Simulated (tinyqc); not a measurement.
What moves the results: standing waves and exposure in a photoresist film. A value that a table varies takes the place of the one given here.

Normal incidence from air. Unexposed resist: N1 = n1 + i k1 with k1 = (A + B) lam/(4 pi), lam in micrometres. r01 = (1 - N1)/(1 + N1), t01 = 2/(1 + N1). Below the resist lie the layer Na = na + i ka and the substrate Ns = ns + i ks: r12 = (r1a + ras x)/(1 + r1a ras x), x = exp(4 pi i Na da/lam), r1a = (N1 - Na)/(N1 + Na), ras = (Na - Ns)/(Na + Ns). With p = exp(2 pi i N1 d/lam), the field at depth z is E(z) = t01 [exp(2 pi i N1 z/lam) + r12 p^2 exp(-2 pi i N1 z/lam)]/(1 + r01 r12 p^2), the relative intensity I(z) = n1 |E(z)|^2 and the reflectance R = |(r01 + r12 p^2)/(1 + r01 r12 p^2)|^2.

Parameters, chosen for this exercise (a resist on polySi, indices near tabulated ones; the results hold for these values, not for the real material):
- lam = 193 nm (vacuum wavelength)
- n1 = 1.706 (resist index)
- A = 0.06 1/micrometre (bleachable absorption (Dill A))
- B = 0.89 1/micrometre (fixed absorption (Dill B))
- d = 192 nm (resist thickness)
- ns = 1.016 (substrate n)
- ks = 2.257 (substrate k)
- na = 1.842 (n of the bottom antireflection layer)
- ka = 0.314 (its k)
- da = 26 nm (its thickness)

## Swing of the coupled dose with resist thickness

The mean of I is taken over 800 depths; the relative dose to clear is taken as 1/(mean of I over the lowest period, 60 depths), scaled to 1 in the first row.

Swing:

| d (nm) | R | mean I | relative dose |
|---|---|---|---|
| 192.0 | 0.1706 | 0.7981 | 1.000 |
| 201.4 | 0.0948 | 0.8627 | 0.924 |
| 210.9 | 0.0152 | 0.9430 | 0.859 |
| 220.3 | 0.0261 | 0.9407 | 0.880 |
| 229.7 | 0.1096 | 0.8598 | 0.973 |
| 239.1 | 0.1719 | 0.7901 | 1.054 |
| 248.6 | 0.1638 | 0.7851 | 1.051 |
| 258.0 | 0.0913 | 0.8460 | 0.975 |
| 267.4 | 0.0167 | 0.9171 | 0.911 |
| 276.8 | 0.0262 | 0.9127 | 0.932 |
| 286.3 | 0.1061 | 0.8366 | 1.026 |
| 295.7 | 0.1655 | 0.7730 | 1.108 |
| 305.1 | 0.1580 | 0.7698 | 1.105 |

What does this show, and why?

The period is 56.6 nm, six rows. The relative dose swings between 0.859 and 1.108, a ratio (max - min)/mean of 0.252, against the estimate 4 sqrt(|r01|^2 |r12|^2) exp(-(A + B) d) = 0.198 for the oscillating part alone; the ratio from the table also holds the slow rise from absorption, 10.5 % over two periods, so the two are not strictly comparable. The dose is least sensitive to thickness at an extremum; the lowest dose listed is at 210.9 nm.

## Tuning the antireflection layer

da takes the values listed; the contrast is (Imax - Imin)/(Imax + Imin) over the lowest period of the resist (60 depths).

Results:

| da (nm) | \|r12\|^2 | contrast |
|---|---|---|
| 0 | 0.4379 | 0.904 |
| 10 | 0.2424 | 0.774 |
| 20 | 0.0844 | 0.531 |
| 30 | 0.0505 | 0.431 |
| 40 | 0.0769 | 0.520 |
| 50 | 0.0851 | 0.512 |
| 60 | 0.0494 | 0.402 |
| 75 | 0.0013 | 0.084 |
| 90 | 0.0157 | 0.249 |
| 110 | 0.0194 | 0.253 |
| 140 | 0.0077 | 0.159 |

What does this show, and why?

|r12|^2 starts at 0.4379 and is lowest, 0.0013, at 75 nm of those listed, where the contrast is 0.084 against 0.904. The contrast follows 2|r|/(1 + |r|^2), so even |r12|^2 = 0.01 leaves about 0.2. Values below 0.01 occur at 75 and 140 nm.

## What moves the exposure

The mean of I is over 800 depths. Each row changes one parameter from the base and keeps the others.

Results:

| case | \|r12\|^2 | R | mean I | I at the bottom |
|---|---|---|---|---|
| base | 0.0519 | 0.1706 | 0.7981 | 0.8418 |
| d = 202 nm | 0.0519 | 0.0888 | 0.8683 | 0.9166 |
| n1 = 1.723 | 0.0525 | 0.1649 | 0.8028 | 0.8563 |
| B = 1.09 1/micrometre | 0.0523 | 0.1665 | 0.7850 | 0.8127 |
| ks = 2.031 | 0.0444 | 0.1551 | 0.8038 | 0.8011 |
| da = 36 nm | 0.0647 | 0.0621 | 0.9251 | 0.4859 |
| ka = 0.408 | 0.0200 | 0.1251 | 0.8100 | 0.8073 |

What does this show?

The largest shifts from the base row, up to three for each result and ties (the steps differ in size, so this ranks the rows, not the parameters). |r12|^2: ka -0.0319, da +0.0129, ks -0.0075; unchanged at the printed digits by d. R: da -0.1085, d -0.0818, ka -0.0455. mean I: da +0.1269, d +0.0702, B -0.0131. I at the bottom: da -0.3558, d +0.0748, ks -0.0406.

tinyqc: `OMP_NUM_THREADS=1 python tinyqc.py 1650895 1650896 out.jsonl`; about 0.01 s, one thread, shared Intel(R) Xeon(R) Processor @ 2.30GHz.
